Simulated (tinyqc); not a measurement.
Worked calculation: UHF in the sto-6g basis, for H6, spin multiplicity 1. One step of it, computed by the program tinyqc.

Question. Iteration 2: building the Fock matrix. J_ij = sum D_kl (ij|kl) with D = D(alpha) + D(beta), K_ij = sum D_kl (ik|jl) for each spin; F = H + J - K(s); E = tr D H + tr D J / 2 - 0.5 sum_s tr D(s) K(s) + E_nn.

D(alpha) after iteration 1, lower triangle:
```
,1H 1s,2H 1s,3H 1s,4H 1s,5H 1s,6H 1s
1H 1s,0.276791
2H 1s,0.269636,0.303556
3H 1s,0.111953,0.174392,0.149685
4H 1s,-0.153176,-0.025153,0.136249,0.461210
5H 1s,-0.102246,-0.048964,0.037496,0.212772,0.352795
6H 1s,0.127616,0.041509,-0.083569,-0.318305,0.203125,0.719888
```

D(beta) after iteration 1, lower triangle:
```
,1H 1s,2H 1s,3H 1s,4H 1s,5H 1s,6H 1s
1H 1s,0.720014
2H 1s,0.203163,0.352568
3H 1s,-0.318218,0.212668,0.461064
4H 1s,-0.083761,0.037490,0.136315,0.149591
5H 1s,0.041340,-0.048823,-0.024991,0.174248,0.303331
6H 1s,0.127655,-0.102163,-0.153144,0.112017,0.269823,0.277357
```

core Hamiltonian H = T + V (hartree), lower triangle:
```
,1H 1s,2H 1s,3H 1s,4H 1s,5H 1s,6H 1s
1H 1s,-1.450834
2H 1s,-0.722373,-1.830004
3H 1s,-0.143978,-0.954300,-1.935105
4H 1s,-0.015372,-0.152244,-0.814682,-1.934771
5H 1s,-0.001595,-0.020455,-0.151975,-0.952951,-1.829537
6H 1s,-0.000091,-0.001595,-0.015341,-0.143719,-0.722288,-1.450701
```

Two-electron integrals (ij|kl) in chemists' order, unique and non-zero (hartree):
```
i,j,k,l,(ij|kl)
1,1,1,1,0.774999
2,1,1,1,0.205369
2,1,2,1,0.076510
2,2,1,1,0.401273
2,2,2,1,0.205369
2,2,2,2,0.774999
3,1,1,1,0.026596
3,1,2,1,0.011076
3,1,2,2,0.034998
3,1,3,1,0.001880
3,2,1,1,0.124386
3,2,2,1,0.063489
3,2,2,2,0.255285
3,2,3,1,0.013143
3,2,3,2,0.112503
3,3,1,1,0.221411
3,3,2,1,0.108541
3,3,2,2,0.438971
3,3,3,1,0.026596
3,3,3,2,0.255285
3,3,3,3,0.774999
4,1,1,1,0.002056
4,1,2,1,0.000885
4,1,2,2,0.002921
4,1,3,1,0.000164
4,1,3,2,0.001240
4,1,3,3,0.002921
4,1,4,1,0.000016
4,2,1,1,0.014265
4,2,2,1,0.006897
4,2,2,2,0.026596
4,2,3,1,0.001506
4,2,3,2,0.013143
4,2,3,3,0.034998
4,2,4,1,0.000164
4,2,4,2,0.001880
4,3,1,1,0.063140
4,3,2,1,0.028987
4,3,2,2,0.108541
4,3,3,1,0.006897
4,3,3,2,0.063489
4,3,3,3,0.205369
4,3,4,1,0.000885
4,3,4,2,0.011076
4,3,4,3,0.076510
4,4,1,1,0.144979
4,4,2,1,0.063140
4,4,2,2,0.221411
4,4,3,1,0.014265
4,4,3,2,0.124386
4,4,3,3,0.401273
4,4,4,1,0.002056
4,4,4,2,0.026596
4,4,4,3,0.205369
4,4,4,4,0.774999
5,1,1,1,0.000160
5,1,2,1,0.000071
5,1,2,2,0.000246
5,1,3,1,0.000014
5,1,3,2,0.000111
5,1,3,3,0.000277
5,1,4,1,1.48e-06
5,1,4,2,0.000016
5,1,4,3,0.000092
5,1,4,4,0.000238
5,1,5,1,1.44e-07
5,2,1,1,0.001570
5,2,2,1,0.000733
5,2,2,2,0.002738
5,2,3,1,0.000160
5,2,3,2,0.001384
5,2,3,3,0.003797
5,2,4,1,0.000019
5,2,4,2,0.000216
5,2,4,3,0.001355
5,2,4,4,0.003797
5,2,5,1,1.91e-06
5,2,5,2,0.000027
5,3,1,1,0.009544
5,3,2,1,0.004223
5,3,2,2,0.015123
5,3,3,1,0.000962
5,3,3,2,0.008482
5,3,3,3,0.026545
5,3,4,1,0.000126
5,3,4,2,0.001569
5,3,4,3,0.011055
5,3,4,4,0.034934
5,3,5,1,0.000014
5,3,5,2,0.000216
5,3,5,3,0.001874
5,4,1,1,0.053612
5,4,2,1,0.022693
5,4,2,2,0.076809
5,4,3,1,0.004907
5,4,3,2,0.040947
5,4,3,3,0.124200
5,4,4,1,0.000676
5,4,4,2,0.008486
5,4,4,3,0.063391
5,4,4,4,0.254886
5,4,5,1,0.000083
5,4,5,2,0.001382
5,4,5,3,0.013102
5,4,5,4,0.112192
5,5,1,1,0.110776
5,5,2,1,0.045793
5,5,2,2,0.150547
5,5,3,1,0.009558
5,5,3,2,0.076892
5,5,3,3,0.221319
5,5,4,1,0.001250
5,5,4,2,0.015144
5,5,4,3,0.108483
5,5,4,4,0.438677
5,5,5,1,0.000160
5,5,5,2,0.002738
5,5,5,3,0.026545
5,5,5,4,0.254886
5,5,5,5,0.774999
6,1,1,1,0.000007
6,1,2,1,2.97e-06
6,1,2,2,0.000011
6,1,3,1,6.31e-07
6,1,3,2,0.000005
6,1,3,3,0.000014
6,1,4,1,7.25e-08
6,1,4,2,8.31e-07
6,1,4,3,0.000005
6,1,4,4,0.000014
6,1,5,1,7.49e-09
6,1,5,2,1.06e-07
6,1,5,3,8.29e-07
6,1,5,4,0.000005
6,1,5,5,0.000011
6,2,1,1,0.000099
6,2,2,1,0.000044
6,2,2,2,0.000160
6,2,3,1,0.000010
6,2,3,2,0.000084
6,2,3,3,0.000238
6,2,4,1,1.18e-06
6,2,4,2,0.000014
6,2,4,3,0.000092
6,2,4,4,0.000277
6,2,5,1,1.28e-07
6,2,5,2,1.91e-06
6,2,5,3,0.000016
6,2,5,4,0.000111
6,2,5,5,0.000246
6,2,6,1,7.49e-09
6,2,6,2,1.44e-07
6,3,1,1,0.000840
6,3,2,1,0.000361
6,3,2,2,0.001248
6,3,3,1,0.000079
6,3,3,2,0.000676
6,3,3,3,0.002052
6,3,4,1,0.000010
6,3,4,2,0.000126
6,3,4,3,0.000883
6,3,4,4,0.002915
6,3,5,1,1.18e-06
6,3,5,2,0.000018
6,3,5,3,0.000164
6,3,5,4,0.001236
6,3,5,5,0.002915
6,3,6,1,7.24e-08
6,3,6,2,1.48e-06
6,3,6,3,0.000016
6,4,1,1,0.006983
6,4,2,1,0.002893
6,4,2,2,0.009544
6,4,3,1,0.000607
6,4,3,2,0.004905
6,4,3,3,0.014238
6,4,4,1,0.000079
6,4,4,2,0.000962
6,4,4,3,0.006884
6,4,4,4,0.026545
6,4,5,1,0.000010
6,4,5,2,0.000160
6,4,5,3,0.001501
6,4,5,4,0.013102
6,4,5,5,0.034934
6,4,6,1,6.30e-07
6,4,6,2,0.000014
6,4,6,3,0.000164
6,4,6,4,0.001874
6,5,1,1,0.035039
6,5,2,1,0.014227
6,5,2,2,0.045793
6,5,3,1,0.002898
6,5,3,2,0.022718
6,5,3,3,0.063119
6,5,4,1,0.000362
6,5,4,2,0.004230
6,5,4,3,0.028974
6,5,4,4,0.108483
6,5,5,1,0.000044
6,5,5,2,0.000733
6,5,5,3,0.006884
6,5,5,4,0.063391
6,5,5,5,0.205369
6,5,6,1,2.97e-06
6,5,6,2,0.000071
6,5,6,3,0.000883
6,5,6,4,0.011055
6,5,6,5,0.076510
6,6,1,1,0.087627
6,6,2,1,0.035039
6,6,2,2,0.110776
6,6,3,1,0.006994
6,6,3,2,0.053673
6,6,3,3,0.144939
6,6,4,1,0.000842
6,6,4,2,0.009558
6,6,4,3,0.063119
6,6,4,4,0.221319
6,6,5,1,0.000099
6,6,5,2,0.001570
6,6,5,3,0.014238
6,6,5,4,0.124200
6,6,5,5,0.401273
6,6,6,1,0.000007
6,6,6,2,0.000160
6,6,6,3,0.002052
6,6,6,4,0.026545
6,6,6,5,0.205369
6,6,6,6,0.774999
```

nuclear repulsion = 3.83331189 hartree

Give: Coulomb J; exchange K(alpha); exchange K(beta); F(alpha); F(beta); total energy of this density.

Answer.

Coulomb J (hartree), lower triangle:
```
,1H 1s,2H 1s,3H 1s,4H 1s,5H 1s,6H 1s
1H 1s,1.8042
2H 1s,0.6714,2.0549
3H 1s,0.1175,0.8542,2.0665
4H 1s,0.0117,0.1209,0.7076,2.0662
5H 1s,0.0011,0.0155,0.1207,0.8529,2.0546
6H 1s,0.0001,0.0011,0.0117,0.1173,0.6714,1.8044
```

exchange K(alpha) (hartree), lower triangle:
```
,1H 1s,2H 1s,3H 1s,4H 1s,5H 1s,6H 1s
1H 1s,0.3579
2H 1s,0.2800,0.4881
3H 1s,0.1037,0.2658,0.3443
4H 1s,-0.0059,0.0591,0.2325,0.5682
5H 1s,-0.0133,0.0060,0.0805,0.3304,0.5362
6H 1s,0.0069,0.0012,-0.0092,0.0336,0.3008,0.6568
```

exchange K(beta) (hartree), lower triangle:
```
,1H 1s,2H 1s,3H 1s,4H 1s,5H 1s,6H 1s
1H 1s,0.6569
2H 1s,0.3008,0.5363
3H 1s,0.0337,0.3308,0.5683
4H 1s,-0.0092,0.0806,0.2325,0.3439
5H 1s,0.0012,0.0061,0.0590,0.2653,0.4877
6H 1s,0.0069,-0.0132,-0.0059,0.1036,0.2801,0.3584
```

F(alpha) (hartree), lower triangle:
```
,1H 1s,2H 1s,3H 1s,4H 1s,5H 1s,6H 1s
1H 1s,-0.0045
2H 1s,-0.3310,-0.2631
3H 1s,-0.1301,-0.3659,-0.2129
4H 1s,0.0022,-0.0904,-0.3395,-0.4368
5H 1s,0.0128,-0.0110,-0.1117,-0.4305,-0.3112
6H 1s,-0.0070,-0.0017,0.0055,-0.0600,-0.3517,-0.3031
```

F(beta) (hartree), lower triangle:
```
,1H 1s,2H 1s,3H 1s,4H 1s,5H 1s,6H 1s
1H 1s,-0.3035
2H 1s,-0.3517,-0.3114
3H 1s,-0.0602,-0.4309,-0.4369
4H 1s,0.0055,-0.1119,-0.3395,-0.2125
5H 1s,-0.0017,-0.0110,-0.0903,-0.3654,-0.2626
6H 1s,-0.0070,0.0128,0.0022,-0.1300,-0.3310,-0.0047
```

total energy of this density = -2.940813 hartree
